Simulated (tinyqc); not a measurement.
Small-signal admittance of a forward-biased p+-n diode: one step of the calculation.

Holes injected into a neutral base of width wb with an ohmic contact at its end; low injection, p0 far above the equilibrium density. A small voltage v exp(i w t), w = 2 pi f, modulates the edge density by p0 v/Vt, and the small-signal density obeys Dp d2p/dx2 = (1/tau + i w) p.

Question. The same by finite differences. 8 equal intervals, h = wb/8; u = small-signal density over its edge value, u_0 = 1, u_8 = 0; u_(i-1) + b u_i + u_(i+1) = 0 with b = -2 - h^2 (1/tau + i w)/Dp; Y = (q Dp p0/(Vt h)) (-b/2 - u_1), which includes the half box at the edge.

Parameters, values chosen for the exercise; permittivity close to that of silicon: temperature T = 350 K; hole diffusion coefficient Dp = 12 cm^2/s; hole lifetime tau = 3e-6 s; width of the neutral base wb = 26 um; excess hole density at the junction edge p0 = 7.1e14 cm^-3; signal frequency f = 1.6e5 Hz.

Constants: q = 1.602176634e-19 C, kB = 1.380649e-23 J/K, Vt = kB T/q. Results are converted to the units shown.

Find: b; u; Y on the mesh.

Answer.

b = -2.0029-0.0088i
u, node 1 to 7: [0.86785-0.01875i, 0.73841-0.02987i, 0.61141-0.03455i, 0.48650-0.03392i, 0.36332-0.02908i, 0.24147-0.02112i, 0.12051-0.01107i]
Y on the mesh = 18.607+3.227i S/cm^2

Numbers from tinyqc (`OMP_NUM_THREADS=1 python tinyqc.py 2890161 2890162 out.jsonl`; about 0.01 s on one thread of a shared Intel Xeon 2.30GHz).
